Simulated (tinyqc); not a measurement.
## Resistance of a tapered via with liner, size effect and interface: via resistance against the sidewall angle

A round via whose diameter grows from db at the bottom as D(z) = db + 2 z/tan(ang). The fill, of diameter D - 2 tl, starts above the bottom liner (thickness fb tl) and has rho = rho0 (1 + ks lam/(D - 2 tl)); the sidewall liner conducts in parallel with it. The bottom liner and the interface are crossed over the full area pi db^2/4. Spreading in the lines above and below is left out.

Slices between z0 = fb tl and hv, evaluated at their midpoints: conductance per length pi/4 [(D - 2 tl)^2/rho + (D^2 - (D - 2 tl)^2)/rl], slice resistance = slice height over that. 2000 slices. R_fill = sum of the slices; R_bottom = rl fb tl/(pi db^2/4); R_interface = ri/(pi db^2/4); ballistic (Sharvin) limit 1/(Sb pi (db - 2 tl)^2/4); ideal cylinder rho0 hv/(pi db^2/4).

Values chosen for this exercise; fill metal close to cobalt:
```
symbol,value,unit,meaning
db,47,nm,diameter at the bottom
hv,130,nm,height
rho0,6.32,uohm cm,bulk resistivity of the fill
lam,12.1,nm,mean free path of the fill
ks,1.5,,size-effect factor
tl,1.8,nm,liner on the sidewall
fb,0.7,,liner at the bottom over that on the sidewall
rl,470,uohm cm,resistivity of the liner
ri,2.8e-12,ohm cm^2,interface resistivity at the bottom
Sb,1e15,S/m^2,"ballistic conductance per area, about 3/(4 rho0 lam)"
```

The same in every row: R_bottom (ohm) = 3.413; R_interface (ohm) = 0.1614; ballistic limit (ohm) = 0.6760.

Via resistance against the sidewall angle:
```
ang (degrees)  R_fill (ohm)  R (ohm)  R over ideal cylinder  largest part
90                    7.774    11.35                  2.397          fill
89                    6.934    10.51                  2.219          fill
88                    6.253    9.828                  2.075          fill
87                    5.691    9.266                  1.957          fill
86                    5.219    8.794                  1.857          fill
84                    4.471    8.046                  1.699          fill
82                    3.903    7.478                  1.579          fill
```

R falls from 11.3 to 7.48 ohm. The fill is the largest part at ang = 90 and in all other rows. The share of the two bottom terms goes from 31.5 to 47.8 %.

tinyqc, about 0.01 s, one thread, Intel Xeon 2.30GHz (shared host): `OMP_NUM_THREADS=1 python tinyqc.py 2750175 2750176 out.jsonl`
